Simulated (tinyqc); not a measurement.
# CMOS inverter, nodal equation and switching, step by step

Program tinyqc, `OMP_NUM_THREADS=1 python tinyqc.py 2340161 2340162 out.jsonl`; Intel Xeon 2.30GHz, shared host, one thread, about 0.06 s. Printed values are rounded.

An n-channel pull-down (bn, VTn) and a p-channel pull-up (bp, VTp) share the input Vin and the output node Vout, which carries the load C. Transistor (EKV form, voltages against the body): I = 2 n b Vt^2 [F(vp - Vs) - F(vp - Vd)] from drain to source, F(v) = ln^2(1 + exp(v/(2 Vt))), vp = (Vg - VT + sg |Vd - Vs|)/n. n-channel bodies are at 0; for the p-channel device all voltages are counted down from Vdd. b in uA/V^2 gives I in uA. Static: In = Ip. Transient: C dVout/dt = Ip - In. No velocity saturation, no gate capacitance beyond C.

Values chosen for this exercise:
- T = 300 K (temperature)
- Vdd = 0.7 V (supply voltage)
- n = 1.22 (slope factor)
- sg = 0.033 (drain-induced barrier lowering)
- VTn = 0.37 V (n-channel threshold)
- VTp = 0.31 V (p-channel threshold (magnitude))
- bn = 630 uA/V^2 (gain factor of the pull-down transistor)
- bp = 820 uA/V^2 (gain factor of the pull-up transistor)
- C = 3.2 fF (load capacitance)
- Vin = 0.3 V (input voltage)
- dt = 9 ps (time step)

Constants: q = 1.602176634e-19 C, kB = 1.380649e-23 J/K, Vt = kB T/q. Results are converted to the units shown.

## Iteration 1: output voltage by Newton steps

Vout at the start = 0.35 V

f = In - Ip at (Vin, Vout); G = df/dVout by a central difference with +/- 1e-6 V; Vout(new) = Vout - f/G.

In = 0.114286 uA
Ip = 4.29466 uA
G = 2.19299 uS
Vout after iteration 1 = 2.25625 V

This step lands outside the rails.

## Iteration 2: output voltage by Newton steps

As before.

In = 0.546115 uA
Ip = -1391.20 uA
G = 1715.47 uS
Vout after iteration 2 = 1.44495 V

The value that enters this step is an overshoot, farther from the solution than the start was, so its intermediate quantities are not physical.

## Course of the iteration: output voltage by Newton steps

Stop when Vout changes by less than 1e-9 V, or after 30 iterations.

Course of the iteration:
```
iteration  Vout (V)  |change| (V)
1           2.25625          1.91
2           1.44495         0.811
3           1.04123         0.404
4          0.843107         0.198
5          0.749525        0.0936
6          0.709521        0.0400
7          0.698577        0.0109
8          0.697707       8.70e-4
9          0.697702       4.84e-6
10         0.697702      1.49e-10
```

Converged in 10 iterations. At the end the number of correct digits about doubles with each step. On the way 6 iterate(s) lie more than 5 mV outside the rails, the first at 2.26 V, before the steps return.

## Transfer curve

Vin, point 0 to 10 (V): 0  0.07  0.14  0.21  0.28  0.35  0.42  0.49  0.56  0.63  0.7

For each Vin solve In = Ip; gain = dVout/dVin.

```
point  Vout (V)  supply current (uA)      gain
0      0.700000            1.7107e-5   0.00000
1      0.699999            1.5613e-4  -0.00002
2      0.699993            0.0014016  -0.00024
3      0.699916             0.012001  -0.00304
4      0.698912             0.090732  -0.04037
5      0.683007              0.52297  -0.76817
6      0.019996              0.53922  -0.91855
7      0.001276             0.089519  -0.04722
8      0.000100             0.011552  -0.00359
9      0.000008            0.0013358  -0.00029
10     0.000001            1.4826e-4  -0.00002
```

The switching point Vin = Vout lies at 0.3851 V, with a gain of -30.3. The current peaks at 0.539 uA among the points, against 1.7e-5 and 1.5e-4 uA of leakage at the ends.

## Switching point and noise margins

VM solves In = Ip with Vin = Vout. VIL and VIH are the inputs at which the gain is -1; NML = VIL - Vout(VIH), NMH = Vout(VIL) - VIH.

VM = 0.38509 V
gain at VM = -30.292
VIL = 0.35454 V
VIH = 0.41855 V
NML = 0.33315 V
NMH = 0.26048 V

VM lies 35 mV above Vdd/2, and the low margin is the larger one. With both transistors saturated the size of the gain tends to 1/sg = 30.3; here it is 0.037 % below that.

## Step 1: one time step of the falling output

Vout at t = 0 = 0.7 V

The input steps to Vdd at t = 0; I = In - Ip. Trapezoidal rule: V(new) = V - (dt/C)[I(V) + I(V(new))]/2, solved for V(new); 1 ps uA/fF = 1 mV.

I(V) = 32.2344 uA
I(V(new)) = 31.6973 uA
Vout after step 1 = 0.610096 V

## Step 2: one time step of the falling output

As before.

I(V) = 31.6973 uA
I(V(new)) = 31.1736 uA
Vout after step 2 = 0.521684 V

## Delays and energy

For a step input the delay to Vdd/2 is tHL = C times the integral of dV/(In - Ip) from Vdd/2 to Vdd at Vin = Vdd, and tLH likewise with Ip - In from 0 to Vdd/2 at Vin = 0. Energy drawn for one full cycle of the output: C Vdd^2. Leakage power: Vdd times the mean of the supply currents at Vin = 0 and Vdd.

tHL = 35.9203 ps
tLH = 20.0930 ps
energy = 1.568 fJ
leakage power = 0.0578797 nW

Time steps as above cross Vdd/2 at 35.9 ps by linear interpolation, within 0.01 % of tHL. tLH/tHL = 0.559, with bn/bp = 0.768.
